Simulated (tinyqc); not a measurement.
Finnis-Sinclair potential for a bcc metal: fit to cohesion and elasticity, then vacancy, surfaces and structure: one step, computed by the program tinyqc.

E = (1/2) sum V(r) - A sqrt(rho), rho = sum phi(r), phi = (r - d)^2 for r < d, V = (r - c)^2 (c0 + c1 r + c2 r^2) for r < c. In bcc the 8 first neighbours lie at sqrt(3) a/2 and the 6 second at a; both cut-offs lie below the third shell; Omega = a^3/2; E is per atom and z the number of atoms in a shell. The four constants A, c0, c1, c2 are fitted to E_c, zero pressure, B and C12 - C44 alone, so C44 and C11 - C12 are not matched singly; defects are unrelaxed.

Problem. Solution. Solve the three equations.

matrix, rows cohesion, pressure, bulk modulus, columns c0, c1, c2:
$$\begin{pmatrix}
8.5953 & 25.5312 & 76.1468 \\
-45.7527 & -112.7819 & -267.9061 \\
131.1556 & 127.9287 & -274.2073
\end{pmatrix}$$

right-hand side (eV): [1.5435, -26.7872, 203.8092]

Give: c0, c1, c2.

Solution.

c0, c1, c2 (eV/angstrom^2, eV/angstrom^3, eV/angstrom^4): [0.3558, 0.6899, -0.2512]
